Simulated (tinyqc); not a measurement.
What moves the results of cold (Marzari-Vanderbilt) smearing: smearing for a one-band metal on the fcc lattice.

Lattice vectors (units of a): a1 = (0, 1/2, 1/2), a2 = (1/2, 0, 1/2), a3 = (1/2, 1/2, 0). E(k) = -t A_1(k) - t2 A_2(k), A_m the sum of cos(k . R) over the 12 nearest and 6 second lattice vectors. Mesh k = sum (j_i/N) b_i, j_i = 0 .. N-1.

With x = (E_k - mu)/sigma: cold (Marzari-Vanderbilt) with y = x + 1/sqrt(2), f = erfc(y)/2 + exp(-y^2)/sqrt(2 pi), s = y exp(-y^2)/sqrt(2 pi). With weights w = points/N^d (d the dimension), mu solves 2 sum w f = ne; E = 2 sum w f E_k, S = 2 sum w s, F = E - sigma S.

Parameters, chosen for this exercise: t = 0.51 eV (nearest hopping); t2 = 0.07 eV (second hopping); ne = 1.21 (electrons per cell); N = 6 (unshifted mesh); sigma = 0.102 eV (width).

All sums formed anew.

Results for these values:

| case | mu (eV) | E (eV) | S | F (eV) |
|---|---|---|---|---|
| base | 0.7408 | -1.1215 | 0.0223 | -1.1238 |

What happens to each result for t2 = 0.121 eV, all else kept?

Answer: mu rises from 0.7408 to 0.8951; E rises from -1.1215 to -1.0760; S rises from 0.0223 to 0.0285; F rises from -1.1238 to -1.0789.

The same for each parameter in turn:

| case | mu (eV) | E (eV) | S | F (eV) |
|---|---|---|---|---|
| base | 0.7408 | -1.1215 | 0.0223 | -1.1238 |
| N = 12 | 0.9565 | -1.1258 | 0.0051 | -1.1264 |
| sigma = 0.204 eV | 0.7450 | -1.1250 | -0.0058 | -1.1238 |
| ne = 1.31 | 1.2071 | -1.0458 | 0.0060 | -1.0464 |
| t2 = 0.121 eV | 0.8951 | -1.0760 | 0.0285 | -1.0789 |
| t = 0.561 eV | 0.7919 | -1.2397 | 0.0224 | -1.2420 |

(tinyqc, `OMP_NUM_THREADS=1 python tinyqc.py 1682684 1682685 out.jsonl`, Intel(R) Xeon(R) Processor @ 2.30GHz, 1 thread, shared host, about 0.3 s.)
